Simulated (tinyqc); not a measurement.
Inside a calculation. Method: extended Hueckel theory, for BeH2+. The parameters take no account of the charge, which enters only through the electron count. Computed by tinyqc, a small Python program that keeps every step (integrals from PySCF). Settings: charge = 1, K = 1.5, multiplicity = 2. Command: `OMP_NUM_THREADS=1 python tinyqc.py 30258 30259 out.jsonl` (the two numbers bound the seeds that draw the settings). One thread of a shared host (Intel(R) Xeon(R) Processor @ 2.60GHz), about 0.01 s of CPU time with the checks.

## Overlaps

Geometry (angstrom):
```
atom        x         y        z
Be    0.00000   0.00000  0.00000
H     0.00000   1.31700  0.00000
H     0.00000  -1.31700  0.00000
```

Parameters chosen for this run:
```
element  shell  Slater exponent  H_ii (eV)
Be          2s          0.97500  -10.00000
Be          2p          0.97500   -6.00000
H           1s          1.30000  -13.60000
```

Slater orbitals, each expanded in six Gaussians scaled to its exponent.

overlap S, order 1Be 2s, 1Be 2px, 1Be 2py, 1Be 2pz, 2H 1s, 3H 1s:
$$\begin{pmatrix}
1.00000 & 0.00000 & 0.00000 & 0.00000 & 0.46037 & 0.46037 \\
0.00000 & 1.00000 & 0.00000 & 0.00000 & 0.00000 & 0.00000 \\
0.00000 & 0.00000 & 1.00000 & 0.00000 & 0.54730 & -0.54730 \\
0.00000 & 0.00000 & 0.00000 & 1.00000 & 0.00000 & 0.00000 \\
0.46037 & 0.00000 & 0.54730 & 0.00000 & 1.00000 & 0.03318 \\
0.46037 & 0.00000 & -0.54730 & 0.00000 & 0.03318 & 1.00000
\end{pmatrix}$$

## Wolfsberg-Helmholz matrix

diagonal H_ii (eV): 1Be 2s -10.00000, 1Be 2px -6.00000, 1Be 2py -6.00000, 1Be 2pz -6.00000, 2H 1s -13.60000, 3H 1s -13.60000

K = 1.50000

H_ij = K' S_ij (H_ii + H_jj)/2 for i != j (the diagonal keeps H_ii), with K' = 1.5.

H (eV), order 1Be 2s, 1Be 2px, 1Be 2py, 1Be 2pz, 2H 1s, 3H 1s:
$$\begin{pmatrix}
-10.00000 & 0.00000 & 0.00000 & 0.00000 & -8.14851 & -8.14851 \\
0.00000 & -6.00000 & 0.00000 & 0.00000 & 0.00000 & 0.00000 \\
0.00000 & 0.00000 & -6.00000 & 0.00000 & -8.04535 & 8.04535 \\
0.00000 & 0.00000 & 0.00000 & -6.00000 & 0.00000 & 0.00000 \\
-8.14851 & 0.00000 & -8.04535 & 0.00000 & -13.60000 & -0.67691 \\
-8.14851 & 0.00000 & 8.04535 & 0.00000 & -0.67691 & -13.60000
\end{pmatrix}$$

## Orbitals

valence electrons = 3

Solve H C = S C e through S^(-1/2); fill by pairs from the bottom, a degenerate level sharing its electrons equally; each orbital has its largest coefficient positive (the first on a tie).

orbital energies (eV): [-14.64367, -13.48814, -6.00000, -6.00000, -1.11771, 10.46690]

occupations: [2.00000, 1.00000, 0.00000, 0.00000, 0.00000, 0.00000]

coefficients, order 1Be 2s, 1Be 2px, 1Be 2py, 1Be 2pz, 2H 1s, 3H 1s:
$$\begin{pmatrix}
0.32165 & 0.00000 & 0.00000 & 0.00000 & 1.26183 & 0.00000 \\
0.00000 & 0.00000 & 0.76569 & -0.64321 & 0.00000 & 0.00000 \\
0.00000 & 0.11549 & 0.00000 & 0.00000 & 0.00000 & 1.61733 \\
0.00000 & 0.00000 & 0.64321 & 0.76569 & 0.00000 & 0.00000 \\
0.53078 & 0.65194 & 0.00000 & 0.00000 & -0.73408 & -0.96677 \\
0.53078 & -0.65194 & 0.00000 & 0.00000 & -0.73408 & 0.96677
\end{pmatrix}$$

sum of one-electron energies = -42.77549 eV

Within a degenerate level the vectors are fixed only up to a rotation; this is one choice.

## Mulliken analysis

P = C n C^T; charge = valence electrons (Be 2, H 1) minus the sum of (P S)_ii on the atom; overlap population = 2 sum P_ij S_ij between two atoms.

charges: 1Be 1.38294, 2H -0.19147, 3H -0.19147

Overlap populations:
```
pair     value
2-1   0.396803
3-1   0.396803
3-2   0.009187
```
